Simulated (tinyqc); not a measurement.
Floating body of a partially depleted SOI transistor: body voltage and kink: two steps of the calculation.

Source at 0 V. Channel current Ic = 2 nf K Vt^2 [F(0) - F(Vd)](1 + la Vd), F(V) = ln^2(1 + exp((Vg - VT - nf V)/(2 nf Vt))), VT = VT0 - gb Vb. Saturation voltage Vs = 2 Vt sqrt(F(0)) + 3 Vt, excess Ve = (Vd - Vs + sqrt((Vd - Vs)^2 + 0.0004 V^2))/2, multiplication M1 = Ai Ve exp(-Bl/Ve). Each junction passes D(v) = J1 (exp(v/Vt) - 1) + J2 (exp(v/(2 Vt)) - 1). Bipolar current Ib = bb J1 (exp(Vb/Vt) - 1). The body settles where M1 (Ic + Ib) = D(Vb) + D(Vb - Vd) + Vb/Rb; drain current Id = (1 + M1)(Ic + Ib) - D(Vb - Vd).

Values chosen for this exercise; values of the order met in partially depleted silicon-on-insulator transistors:
- T = 330 K (temperature)
- VT0 = 0.4 V (threshold at zero body voltage)
- gb = 0.26 (fall of the threshold per volt of body voltage)
- nf = 1.34 (slope factor)
- K = 180 uA/(V^2 um) (gain factor per width)
- la = 0.05 1/V (channel-length modulation factor)
- Ai = 2.07 1/V (impact-ionisation prefactor)
- Bl = 6.5 V (impact-ionisation voltage)
- J1 = 1.2e-11 uA/um (diffusion saturation current of each junction)
- J2 = 1e-8 uA/um (recombination saturation current of each junction)
- bb = 1 (gain of the lateral bipolar transistor on the diffusion current)
- Rb = 1e5 kohm um (resistance of a weak body tie to the source (1e9 stands for no tie, and the term is then dropped))
- Vg = 0.94 V (gate voltage)
- Vd = 2.3 V (drain voltage)

Constants: q = 1.602176634e-19 C, kB = 1.380649e-23 J/K, Vt = kB T/q. Results are converted to the units shown.

Task 1. New Vb. Current into the body I_in = M1 (Ic + Ib) - D(Vb - Vd), current out I_out = D(Vb) + Vb/Rb; f = ln(I_in/I_out), s = df/dVb by central differences over 1e-5 V, Vb(new) = Vb - f/s.

Vb after iteration 1 = 0.74660872 V

Give: Ic; Ve; M1; I_in; I_out; f; s; Vb after iteration 2.

Result 1.

Ic = 40.36 uA/um
Ve = 1.667 V
M1 = 0.06988
I_in = 3.032 uA/um
I_out = 3.042 uA/um
f = -0.003377
s = -32.51 1/V
Vb after iteration 2 = 0.7465 V

Task 2. Drain current with floating and with grounded body. Id and VT at the converged Vb, Id at Vb = 0, their ratio, and the bipolar share Ib/(Ic + Ib).

converged Vb = 0.74650484 V

Give: VT; Id, floating; Id, grounded; ratio; bipolar share.

Result 2.

VT = 0.20591 V
Id, floating = 46.407 uA/um
Id, grounded = 24.108 uA/um
ratio = 1.9249
bipolar share = 6.9598 %

The body rises to 0.747 V and lowers the threshold by 194 mV.

Range of the model: The multiplication law is an empirical form chosen for the exercise; self-heating and capacitive coupling to the body are left out, and the linear laws are rough once Vb passes about 0.7 V or M1 about 0.1.

Computed by the program tinyqc: `OMP_NUM_THREADS=1 python tinyqc.py 2182065 2182066 out.jsonl`, one thread of a shared Intel Xeon 2.30GHz, about 0.2 s for the whole run.
